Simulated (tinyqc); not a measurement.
G0W0 on RHF in the 6-31g basis, for H2, spin multiplicity 1, step by step. Computed by tinyqc, a small Python program that keeps every step (integrals from PySCF). Settings: charge = 0, multiplicity = 1, basis = 6-31g, method = RHF, energy threshold = 1e-10, iteration cap = 54, orthogonalisation = canonical, start = atomic densities, DIIS depth = 6. Command: `OMP_NUM_THREADS=1 python tinyqc.py 22969 22970 out.jsonl` (the two numbers bound the seeds that draw the settings). One thread of a shared host (Intel(R) Xeon(R) Processor @ 2.60GHz), about 0.05 s of CPU time with the checks. The early iterations of the SCF are left out here.

## One-electron integrals

Geometry (angstrom):
```
atom         x         y         z
H     0.000000  0.000000  0.000000
H     0.000000  0.000000  0.699000
```

Basis 6-31g: exponents (1/bohr^2) and contraction coefficients of normalised primitives:
```
element  l (shell)   exponent  coefficient
H            s (1)  18.731137     0.033495
H            s (1)   2.825394     0.234727
H            s (1)   0.640122     0.813757
H            s (2)   0.161278     1.000000
```

Overlap, kinetic and nuclear-attraction integrals over the contracted functions; the nuclear repulsion is the sum of Za Zb / Rab.

nuclear repulsion = 0.75704894 hartree

overlap S, lower triangle:
```
          1H 1s     1H 2s     2H 1s     2H 2s
1H 1s  1.000000
1H 2s  0.658292  1.000000
2H 1s  0.492683  0.523353  1.000000
2H 2s  0.523353  0.868749  0.658292  1.000000
```

kinetic energy T (hartree), lower triangle:
```
          1H 1s     1H 2s     2H 1s     2H 2s
1H 1s  1.395678
1H 2s  0.259735  0.241917
2H 1s  0.280619  0.174693  1.395678
2H 2s  0.174693  0.190451  0.259735  0.241917
```

nuclear attraction V (hartree), lower triangle:
```
           1H 1s      1H 2s      2H 1s      2H 2s
1H 1s  -2.392862
1H 2s  -1.198817  -1.179329
2H 1s  -1.154360  -0.985690  -2.392862
2H 2s  -0.985690  -1.063388  -1.198817  -1.179329
```

core Hamiltonian H = T + V (hartree), lower triangle:
```
           1H 1s      1H 2s      2H 1s      2H 2s
1H 1s  -0.997184
1H 2s  -0.939082  -0.937413
2H 1s  -0.873740  -0.810997  -0.997184
2H 2s  -0.810997  -0.872937  -0.939082  -0.937413
```

## Two-electron integrals

Functions are numbered as in S; the eight-fold symmetry (ij|kl) = (ji|kl) = (kl|ij) leaves the list below.

Two-electron integrals (ij|kl) in chemists' order, unique and non-zero (hartree):
```
(11|11) 1.076566   (21|11) 0.578470   (21|21) 0.329423   (22|11) 0.587396
(22|21) 0.361304   (22|22) 0.453150   (31|11) 0.448417   (31|21) 0.254017
(31|22) 0.275211   (31|31) 0.236184   (32|11) 0.364756   (32|21) 0.219899
(32|22) 0.262480   (32|31) 0.210512   (32|32) 0.207316   (33|11) 0.688813
(33|21) 0.420648   (33|22) 0.506379   (33|31) 0.448417   (33|32) 0.453858
(33|33) 1.076566   (41|11) 0.453858   (41|21) 0.259251   (41|22) 0.285716
(41|31) 0.210512   (41|32) 0.185511   (41|33) 0.364756   (41|41) 0.207316
(42|11) 0.490818   (42|21) 0.303364   (42|22) 0.384634   (42|31) 0.248220
(42|32) 0.245829   (42|33) 0.490818   (42|41) 0.245829   (42|42) 0.342004
(43|11) 0.420648   (43|21) 0.257800   (43|22) 0.317029   (43|31) 0.254017
(43|32) 0.259251   (43|33) 0.578470   (43|41) 0.219899   (43|42) 0.303364
(43|43) 0.329423   (44|11) 0.506379   (44|21) 0.317029   (44|22) 0.414005
(44|31) 0.275211   (44|32) 0.285716   (44|33) 0.587396   (44|41) 0.262480
(44|42) 0.384634   (44|43) 0.361304   (44|44) 0.453150
```

## Orthogonalisation

S = U s U^T; canonical form X = U s^(-1/2), so that X^T S X = 1. Each column of U has its largest component positive (the first on a tie).

eigenvalues of S: 0.087843  0.484204  0.550724  2.877229

X:
```
               1          2          3         4
1H 1s  -0.730603   0.772949   0.907058  0.270619
1H 2s   2.271167  -0.659676   0.291788  0.317087
2H 1s   0.730603   0.772949  -0.907058  0.270619
2H 2s  -2.271167  -0.659676  -0.291788  0.317087
```

## Iteration 5 (converged): orbitals

converged F (hartree), lower triangle:
```
           1H 1s      1H 2s      2H 1s      2H 2s
1H 1s  -0.065835
1H 2s  -0.520715  -0.340012
2H 1s  -0.582884  -0.529849  -0.065835
2H 2s  -0.529849  -0.374276  -0.520715  -0.340012
```

Diagonalise F' = X^T F X, C = X C', fill 1 alpha and 1 beta electrons from the bottom; D = 2 C_occ C_occ^T. Each column has its largest component positive (the first on a tie).

F' = X^T F X (hartree), lower triangle:
```
           1          2         3          4
1   0.844835
2   0.000000   0.745882
3  -0.606144   0.000000  0.866313
4   0.000000  -0.112444  0.000000  -0.599246
```

orbital energies (hartree): MO1 -0.608580, MO2 0.249335, MO3 0.755217, MO4 1.461813

coefficients C:
```
            MO1        MO2        MO3        MO4
1H 1s  0.333639   0.114511   0.747910  -1.159061
1H 2s  0.261423   1.824609  -0.683648   1.383525
2H 1s  0.333639  -0.114511   0.747910   1.159061
2H 2s  0.261423  -1.824609  -0.683648  -1.383525
```

D after iteration 5, lower triangle:
```
          1H 1s     1H 2s     2H 1s     2H 2s
1H 1s  0.222630
1H 2s  0.174442  0.136684
2H 1s  0.222630  0.174442  0.222630
2H 2s  0.174442  0.136684  0.174442  0.136684
```

## Convergence

Stop when the energy changes by less than 1e-10 hartree and every element of the error matrix X^T (F D S - S D F) X is below 3e-06.

Course of the cycle:
```
iteration  E (hartree)     change  largest element of the error matrix
1          -0.81438266          -                             1.37e-01
2          -1.12530611  -3.11e-01                             4.23e-02
3          -1.12607282  -7.67e-04                             1.39e-03
4          -1.12607365  -8.30e-07                             1.47e-06
5          -1.12607365  -7.11e-13                             7.10e-07
```

PySCF RHF in the same basis = -1.12607365 hartree

Converged in 5 iterations.

## Integrals over molecular orbitals

(pq|rs) = sum C_ip C_jq C_kr C_ls (ij|kl), one index at a time.

one-electron integrals over orbitals h = C^T H C (hartree), lower triangle:
```
           1          2          3         4
1  -1.274542
2   0.000000  -0.539590
3  -0.172612   0.000000  -0.205987
4   0.000000   0.208416   0.000000  0.243079
```

Two-electron integrals over orbitals (pq|rs), unique and non-zero (hartree):
```
(11|11) 0.665962    (21|21) 0.075520    (22|11) 0.432223    (22|22) 0.383718
(31|11) 0.172612    (31|22) 0.047026    (31|31) 0.111397    (32|21) -0.022693
(32|32) 0.037173    (33|11) 0.536300    (33|22) 0.378584    (33|31) 0.119488
(33|33) 0.462153    (41|21) -0.078338   (41|32) -0.017118   (41|41) 0.142020
(42|11) -0.143377   (42|22) -0.052048   (42|31) -0.071161   (42|33) -0.094745
(42|42) 0.064601    (43|21) -0.077205   (43|32) 0.001322    (43|41) 0.121434
(43|43) 0.119833    (44|11) 0.680377    (44|22) 0.440876    (44|31) 0.206164
(44|33) 0.555147    (44|42) -0.167174   (44|44) 0.759784
```

## Screening: direct RPA

With D = e_a - e_i and K = (ia|jb): diagonalise D^(1/2) (D + 4K) D^(1/2) = Z w^2 Z^T; X + Y = D^(1/2) Z w^(-1/2), each column of Z with its largest component positive (the first on a tie); E_c = (sum w - tr (D + 2K)) / 2.

D^(1/2) (D + 4K) D^(1/2) (hartree^2), lower triangle:
```
           1>2       1>3       1>4
1>2   0.995178
1>3   0.000000  2.467634
1>4  -0.417620  0.000000  5.462677
```

excitation energies w (hartree): 0.977995  1.570870  2.345502

X + Y:
```
            1         2          3
1>2  0.932603  0.000000  -0.055811
1>3  0.000000  0.931761   0.000000
1>4  0.134268  0.000000   0.935516
```

RPA correlation energy = -0.02780594 hartree

## G0W0 on Hartree-Fock: HOMO

W(p,q,m) = sqrt2 sum_ia (pq|ia) (X+Y)_ia,m; Sigma_c(x) = sum_(i,m) W^2/(x - e_i + w_m) + sum_(a,m) W^2/(x - e_a - w_m); solve x = e_p + Sigma_c(x) by Newton steps; Z = 1/(1 - dSigma/dx); 1 hartree = 27.211386 eV.

The 12 largest terms at x = e_p (hartree; W for the signs of X + Y given):
```
q  m          W       term
1  2   0.227452   0.032934
4  3   0.194078  -0.008530
3  2   0.146789  -0.007342
2  1   0.084728  -0.003910
2  3  -0.109603  -0.003750
4  1  -0.076353  -0.001912
```

Newton steps (hartree):
```
step          x  Sigma_c(x)         Z
0     -0.608580    0.007489  0.971509
1     -0.601305    0.007276  0.971649
2     -0.601304    0.007276  0.971649
```

quasiparticle energy of the HOMO = -16.362319 eV

Hartree-Fock value = -16.560314 eV

## G0W0 on Hartree-Fock: LUMO

As before.

The 12 largest terms at x = e_p (hartree; W for the signs of X + Y given):
```
q  m          W       term
1  1   0.084728   0.003910
1  3  -0.109603   0.003750
4  2  -0.093769  -0.003159
2  2   0.061966  -0.002444
3  1  -0.033181  -0.000742
3  3  -0.020856  -0.000153
```

Newton steps (hartree):
```
step         x  Sigma_c(x)         Z
0     0.249335    0.001162  0.993498
1     0.250490    0.001155  0.993497
2     0.250490    0.001155  0.993497
```

quasiparticle energy of the LUMO = 6.816179 eV

Hartree-Fock value = 6.784754 eV
